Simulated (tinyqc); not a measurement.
Decay of LO phonons and the hot-phonon bottleneck in the cooling of electrons: one step, computed by the program tinyqc. Command: `OMP_NUM_THREADS=1 python tinyqc.py 3031173 3031174 out.jsonl hotphonon walk`. One thread of a shared host (Intel(R) Xeon(R) Processor @ 2.30GHz), about 0.01 s of CPU time with the checks.

n(E, T) = 1/(exp(E/(k_B T)) - 1) is the Bose occupation. Electrons have a temperature T_e; the LO modes within their reach share one occupation N; the decay products stay at the lattice temperature.

Problem. Spontaneous emission time. Froehlich coupling alpha = (e^2/(4 pi eps_0)) (1/eps_inf - 1/eps_s) k_0/(2 hbar omega), k_0 = sqrt(m* hbar omega/(hbar^2/(2 m_0))); emission time tau_sp = hbar/(2 alpha hbar omega); bottleneck ratio r = (n/N_m) tau/tau_sp.

Inputs (values chosen for the exercise, modelled on gallium oxide):
```
quantity                                             value    unit
LO energy hbar omega                                  45.1     meV
lattice temperature T                                  150       K
electron mass m*                                     0.288     m_0
eps_inf                                               3.58       -
static dielectric constant eps_s                      10.4       -
electron density n                                 7.9e+18  1/cm^3
density of LO modes that the electrons reach, N_m  1.5e+19  1/cm^3
```

Decay channel: two unequal phonons (Ridley).

phonon lifetime tau = 0.7977694 ps

Constants: e^2/(4 pi eps_0) = 14.39964548 eV angstrom; hbar^2/(2 m_0) = 3.80998212 eV angstrom^2; hbar = 6.582119569e-16 eV s.

Give: alpha; emission time tau_sp; bottleneck ratio r.

Solution.

alpha = 1.7074

emission time tau_sp = 4.2739 fs

bottleneck ratio r = 98.308

r compares the rate at which electrons exchange quanta with a mode to its decay rate. Exchange outruns decay, so a hot population builds up if the power is high enough. Caution: alpha is above 1/2, so hbar/tau_sp exceeds hbar omega and the emission time, a weak-coupling result, is only rough.
